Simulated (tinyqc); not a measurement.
Channel resistance from two points of the on-state curve.

Question. In the p-i-n model Von = V1 + 2 Vt ln(J/(1 A/cm^2)) + J Rch, with V1 independent of J. Find Rch and V1.

Parameters, values chosen for the exercise:
```
symbol,value,unit,meaning
T,300,K,temperature
```

Constants: q = 1.602176634e-19 C, kB = 1.380649e-23 J/K, Vt = kB T/q. Results are converted to the units shown.

Von at J = 150 and 450 A/cm^2 (V): [1.6472078, 3.1140104]

Solution. Remove the logarithmic junction term; the rest is linear in J.

Rch = 4.700 mohm cm^2
V1 = 0.6831 V

Program tinyqc, `OMP_NUM_THREADS=1 python tinyqc.py 2590102 2590103 out.jsonl`; Intel Xeon 2.30GHz, shared host, one thread, about 0.01 s.
